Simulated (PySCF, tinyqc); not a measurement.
Inside a calculation. Method: RHF in the sto-3g basis, for H3+, spin multiplicity 1. The lowest restricted solution is unstable here: a spin-polarised one lies 0.0000 hartree lower (PySCF). One step of it, computed by the program tinyqc.

Question. Iteration 2: DIIS coefficients. Solve [B -1; -1 0][c; lambda] = [0; -1] for the coefficients, which sum to one.

B (overlaps of the stored error matrices):
```
               1              2
1  5.9640003e-02  5.7118374e-03
2  5.7118374e-03  5.5709030e-04
```

Give: DIIS coefficients.

Answer.

DIIS coefficients: -0.1057  1.1057
